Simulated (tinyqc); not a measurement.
Plane-wave Kohn-Sham cycle with exchange-only LDA in a layered model solid, step by step. One step of it, computed by the program tinyqc.

Task: Iteration 2: levels at that k. Diagonalise the Hermitian matrix.

H (hartree):
```
           -3         -2         -1         +0        +1         +2         +3
-3   1.239226   0.082881   0.081482   0.005160  0.000609  -0.000140   0.000096
-2   0.082881   0.420279   0.082881   0.081482  0.005160   0.000609  -0.000140
-1   0.081482   0.082881  -0.053848   0.082881  0.081482   0.005160   0.000609
+0   0.005160   0.081482   0.082881  -0.183155  0.082881   0.081482   0.005160
+1   0.000609   0.005160   0.081482   0.082881  0.032357   0.082881   0.081482
+2  -0.000140   0.000609   0.005160   0.081482  0.082881   0.592689   0.082881
+3   0.000096  -0.000140   0.000609   0.005160  0.081482   0.082881   1.497841
```

Give: eigenvalues.

Result:

eigenvalues (hartree): -0.2391  -0.1134  0.0880  0.4373  0.6077  1.2540  1.5109
